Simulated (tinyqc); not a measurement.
Thermal, flicker and telegraph noise of a field-effect transistor: one step, computed by the program tinyqc.

Strong inversion, threshold roll-off and channel-length modulation left out; noise sources are uncorrelated and are given as one-sided spectral densities.

Problem. How many traps? Active traps per decade of time constant: N_dec = N_t k_B T W L lambda ln(10); a single trap at the interface shifts the threshold by e/(W L C_ox) and the current by g_m times that; tunnelling depth for frequency f, z = lambda ln(1/(2 pi f tau_0)), tau_0 = 1e-10 s.

Inputs (values chosen for the exercise, modelled on a silicon n-channel):
```
quantity,value,unit
width W,45,micrometre
length L,560,nm
oxide trap density N_t,1.8e+18,1/(eV cm^3)
frequency f,30000,Hz
temperature T,300,K
```

Operating region: saturation. Flicker model: number with correlated mobility.

tunnelling length lambda = 1.137608 angstrom

C_ox = 0.7347092 microfarad/cm^2

g_m = 1482.148 microsiemens

drain current I = 149.9497 microampere

Constants: k_B = 8.617333262e-05 eV/K; e = 1.602176634e-19 C.

Give: traps per decade; threshold step of one trap; current step of one trap; depth probed at f.

Solution.

traps per decade = 307.2

threshold step of one trap = 8.654e-04 mV

current step of one trap = 8.553e-04 %

depth probed at f = 1.238 nm

With several traps per decade their Lorentzians merge into 1/f.
